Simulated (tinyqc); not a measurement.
Inside a calculation. Model: pillar capacitor in an array: capacitance, non-linearity, leakage and relaxation.

Program tinyqc, `OMP_NUM_THREADS=1 python tinyqc.py 2102130 2102131 out.jsonl`; Intel Xeon 2.30GHz, shared host, one thread, about 0.01 s. Printed values are rounded.

A film between two metal electrodes, each interface adding a series capacitance ci. The small-signal permittivity is ek (1 + aq E^2); the field is found with the linear permittivity. Leakage J = J0 sinh(E/Ef). After a voltage step the film passes a relaxation current kr C V tt^(-nr), tt being the time in seconds. The sidewall is a coaxial capacitor with radii a = dm/2 and b = dm/2 + t, depth AR dm; the end face is left out.

Inputs (values chosen for the exercise); permittivity of the order of that of titanium dioxide: relative permittivity of the film ek = 73; film thickness t = 11 nm; capacitance of each electrode interface (dead layer and screening) ci = 74 uF/cm^2; quadratic field coefficient of the permittivity aq = 0.018 cm^2/MV^2; bias V = 1.3 V; leakage prefactor J0 = 3.8e-11 A/cm^2; field for an e-fold rise of the leakage Ef = 0.24 MV/cm; diameter of the pillar dm = 100 nm; aspect ratio, depth over diameter AR = 30; pitch of the square array pt = 180 nm; resistivity of the inner electrode rho = 210 uohm cm.

Constants: eps0 = 8.8541878128e-14 F/cm where lengths are in cm. Results are converted to the units shown.

## Planar capacitance, field and non-linearity

Planar film: Cf = eps0 ek/t, 1/C = 1/Cf + 2/ci, EOT = 3.9 eps0/C, effective permittivity C t/eps0, E = (V/t) C/Cf; quadratic coefficient [C(V)/C - 1]/V^2 with Cf (1 + aq E^2) in C(V).

Cf = 5.87596 uF/cm^2
C = 5.07069 uF/cm^2
EOT = 0.680999 nm
effective permittivity = 62.9957
E = 1.01986 MV/cm
quadratic coefficient = 9535.38 ppm/V^2
J = 1.33093e-9 A/cm^2

The interfaces take 13.7 % of the voltage.

## Cell capacitance, fields and time constant

Per length 1/c = ln(b/a)/(2 pi eps0 ek) + (1/a + 1/b)/(2 pi ci); cell capacitance c AR dm; per footprint over pt^2; fields c V/(2 pi eps0 ek r) at r = a and b; resistance of the inner electrode rho AR dm/(pi a^2); time constant R C/3 of the distributed line.

a = 50 nm
b = 61 nm
cell capacitance = 52.8251 fF
capacitance per footprint = 163.040 uF/cm^2
field at a = 1.12730 MV/cm
field at b = 0.924019 MV/cm
R = 0.802141 kohm
R C/3 = 14.1244 ps

The array gives 32.2 times the planar capacitance per footprint; curvature makes the field at the inner electrode 1.11 times the planar value.
